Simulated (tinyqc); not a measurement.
# Threshold of a short bulk MOSFET: charge sharing, barrier lowering, narrow width: what changes with what

n-channel device on a p-type body, depletion approximation, full ionisation. Uniform doping N = Na. Vbi from Boltzmann statistics is rough for the degenerate source. Cox = eps0 eox/tox.

Parameters, values chosen for the exercise; band and dielectric values close to those of silicon:
```
symbol    value   unit                                                                 meaning
T           350      K                                                             temperature
Eg          1.1     eV                                                                band gap
eps_r      11.6                                                          relative permittivity
Nc      3.48e19  cm^-3                                  conduction-band density of states at T
Nv      3.34e19  cm^-3                                     valence-band density of states at T
eox        9.01         relative permittivity of the gate insulator (close to aluminium oxide)
tox          15     nm                                                     insulator thickness
Na       2.8e17  cm^-3                                                          channel doping
Nsd        1e20  cm^-3                                                 source and drain doping
Vfb       -0.72      V                                     flat-band voltage for the doping Na
xj           51     nm                                                          junction depth
Vbs           0      V                                                     body-source voltage
Vds         1.2      V                                                    drain-source voltage
W           240     nm                                                              gate width
xw       1.5708                      shape factor of the fringing depletion at the width edges
L           290     nm                                                          channel length
```

Constants: q = 1.602176634e-19 C, kB = 1.380649e-23 J/K, Vt = kB T/q, eps0 = 8.8541878128e-14 F/cm where lengths are in cm. Results are converted to the units shown.

Each table varies one quantity; the others keep the values above.

## Threshold roll-off against channel length

ni = sqrt(Nc Nv) exp(-Eg/(2 Vt)), Eg in volts; 2 pB = 2 Vt ln(N/ni); flat band Vfb - Vt ln(N/Na); Wd = sqrt(2 eps0 eps_r (2 pB - Vbs)/(q N)); body term q N Wd/Cox; long-channel VT0 = flat band + 2 pB + body term; Vbi = Vt ln(N Nsd/ni^2); scale length l = sqrt((eps_r/eox) tox Wd). Charge sharing (trapezoid; it ignores Vds): F = (xj/L)(sqrt(1 + 2 Wd/xj) - 1), lowering = body term times F. Barrier lowering: th = exp(-L/(2 l)) + 2 exp(-L/l), lowering = th [2 (Vbi - 2 pB) + Vds], DIBL = th. Narrow width: rise = body term times xw Wd/W. VT by each model = VT0 - lowering + rise. DIBL under 0.001 mV/V is printed as 0.

The same in every row: N (cm^-3) = 2.800e17; VT0 (V) = 0.6041.

Threshold roll-off against channel length:
```
L (nm)    L/l        F  DIBL (mV/V)  VT, charge sharing (V)  VT, barrier lowering (V)
110     3.207   0.3899        282.1                  0.6087                    0.3704
160     4.665   0.2680        115.9                  0.6713                    0.6288
230     6.706   0.1865        37.43                  0.7132                    0.7508
330     9.622   0.1300        8.274                  0.7422                    0.7961
470     13.70  0.09124        1.060                  0.7621                    0.8073
680     19.83  0.06306      0.04953                  0.7766                    0.8089
990     28.86  0.04332            0                  0.7867                    0.8090
1400    40.82  0.03063            0                  0.7933                    0.8090
2100    61.23  0.02042            0                  0.7985                    0.8090
```

What does the comparison show?

VT by barrier lowering rises from 0.370 to 0.809 V and VT by charge sharing rises from 0.609 to 0.798 V. DIBL is under 100 mV/V from L = 230 nm on among the rows (th = 0.1 at L/l = 4.92). For L = 110 DIBL exceeds 250 mV/V, where the barrier formula is rough.

## Effect of the channel doping

Same model as above.

Vfb is held fixed.

Effect of the channel doping:
```
Na (cm^-3)  N (cm^-3)  VT0 (V)     L/l         F  DIBL (mV/V)  VT, charge sharing (V)  VT, barrier lowering (V)
1.6e17      1.6000e17  0.43680  7.4300   0.17995       25.542                 0.56470                   0.59255
2.7e17      2.7000e17  0.59201  8.3844   0.14981       15.570                 0.72082                   0.77206
4.6e17      4.6000e17  0.79091  9.4861   0.12351       8.8638                 0.92050                   0.98981
7.8e17      7.8000e17   1.0418  10.725   0.10135       4.7340                  1.1721                    1.2552
1.3e18      1.3000e18   1.3516  12.080  0.083214       2.3927                  1.4826                    1.5764
2.2e18      2.2000e18   1.7615  13.660  0.067518       1.0833                  1.8933                    1.9962
```

As Na goes from 1.6e17 to 2.2e18, VT0 rises from 0.437 to 1.76 V, DIBL falls from 25.5 to 1.08 mV/V, F falls from 0.180 to 0.0675 and VT by barrier lowering rises from 0.593 to 2.00 V.

tinyqc, about 0.01 s, one thread, Intel Xeon 2.30GHz (shared host): `OMP_NUM_THREADS=1 python tinyqc.py 2002019 2002020 out.jsonl`
